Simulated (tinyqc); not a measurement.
Inside a calculation. Model: lateral field, substrate current, probability of reaching the oxide barrier and hot-carrier lifetime of a silicon transistor (pseudo-two-dimensional and lucky-electron models). Computed by tinyqc, a small Python program that keeps every step. Command: `OMP_NUM_THREADS=1 python tinyqc.py 3000187 3000188 out.jsonl hotcar walk`. One thread of a shared host (Intel(R) Xeon(R) Processor @ 2.30GHz), about 0.01 s of CPU time with the checks. Intermediate numbers are printed to about 5 digits and carried at full precision; extremes and crossings named in words are read from the listed rows.

Local-field models: a lucky carrier gains its energy at the peak field over a path free of collisions. Voltages are magnitudes.

Inputs (values chosen for the exercise, modelled on a silicon n-channel): channel length L = 570 nm; oxide thickness t = 13 nm; junction depth x_j = 150 nm; mobility mu = 340 cm^2/(V s); saturation velocity v_s = 0.83 1e7 cm/s; threshold voltage V_T = 0.68 V; gate voltage V_G = 1.8 V; drain voltage V_D = 4.2 V; ionisation prefactor A_i = 2.2e+06 1/cm; ionisation field B_i = 1.62 MV/cm; hot-carrier mean free path lambda = 8.4 nm; oxide barrier phi_b = 3.1 eV; interface-trap threshold phi_it = 3.6 eV; lifetime constant H = 10 s microampere/micrometre.

Drain: abrupt.

Constants: eps_0 = 8.8541878128e-12 F/m.

## Saturation point and current

C_ox = 3.9 eps_0/t; F_sat = 2 v_s/mu; V_Dsat = V_ov F_sat L/(V_ov + F_sat L), V_ov = V_G - V_T; I_D/W = C_ox v_s (V_ov - V_Dsat).

F_sat = 48.824 kV/cm

V_Dsat = 0.79860 V

drain current I_D/W = 70.859 microampere/micrometre

## Peak lateral field

Scale length l = 0.22 t^(1/3) x_j^(1/2) (all in cm); F_m = sqrt(((V_D - V_Dsat)/l_e)^2 + F_sat^2), with l_e = l; length of the velocity-saturated region l_e ln((V_D - V_Dsat)/(l_e F_sat) + F_m/F_sat).

scale length l = 92.993 nm

peak field F_m = 369.01 kV/cm

velocity-saturated length = 252.14 nm

energy gained over one free path, e lambda F_m = 0.30997 eV

The field rises from F_sat to F_m as cosh(x/l_e), a factor 7.6, over 44 % of L. Caution: the empirical formula for l was fitted to oxides of about 15 nm or more; for thinner ones it is an extrapolation.

## Hot-carrier currents and lifetime

Substrate current I_sub/I_D = (A_i/B_i)(V_D - V_Dsat) exp(-B_i/F_m); probability of reaching the oxide barrier exp(-phi_b/(e lambda F_m)); lifetime tau = (H/(I_D/W)) exp(phi_it/(e lambda F_m)).

I_sub/I_D = 0.057277

substrate current I_sub/W = 4.0586 microampere/micrometre

probability of reaching phi_b = 4.5359e-05

lifetime tau = 15613 s

exponent m = phi_it/(e lambda B_i) = 2.6455

Since both exponentials depend on 1/F_m, tau I_D scales about as (I_sub/I_D)^(-m) with m = 2.65, which lets I_sub serve as the monitor. The lifetime is 4.95e-5 times ten years (3.156e8 s).

## Substrate current against gate voltage

The formulas are those given above.

At the given drain voltage:
```
V_G (V)  V_Dsat (V)  I_D/W (microampere/micrometre)  F_m (kV/cm)  I_sub/W (microampere/micrometre)  tau (s)
0.88         0.1866                            2.96       434.34                            0.3867    65245
1.10         0.3649                           12.14       415.29                            1.2789    24980
1.40         0.5720                           32.63       393.18                            2.6107    16607
1.80         0.7986                           70.86       369.01                            4.0586    15613
2.30         1.0239                          131.41       345.01                            5.1784    18887
2.80         1.2033                          202.10       325.93                            5.7078    25418
3.40         1.3756                          296.41       307.63                            5.8706    37889
4.00         1.5139                          398.19       292.95                            5.7603    56693
4.60         1.6275                          505.42       280.91                            5.5250    83602
```

I_sub peaks at V_G = 3.4 V, 0.81 V_D: a higher gate voltage brings more carriers but raises V_Dsat and so lowers F_m. The shortest lifetime among the rows lies at V_G = 1.8 V, below that of the largest I_sub, since tau depends more steeply on the field.

## Extrapolating accelerated tests

V_10 solves tau = 3.156e8 s at the given V_G. The extrapolation fits ln(tau) against 1/V_D at 1, 1.08, 1.16 and 1.25 times the given V_D (rounded to 3 digits) by least squares and reads off the same tau.

Stress points:
```
V_D (V)  1/V_D (1/V)  tau (s)
4.20         0.23810    15613
4.54         0.22026     5522
4.87         0.20534     2369
5.25         0.19048     1042
```

ten-year drain voltage V_10 = 2.5933 V

V_10 from the 1/V_D extrapolation = 2.4233 V

The extrapolation is 170 mV below the true value: ln(tau) is nearly linear in 1/(V_D - V_Dsat), not in 1/V_D, so the straight line errs on the safe side when one extrapolates down. At V_10 the available energy e V_D is below phi_it, so the model understates the lifetime there.

Checks made by the program: voltage drop as the integral of F_sat cosh(x/l_e) over the saturated length (relative difference below 1e-10).
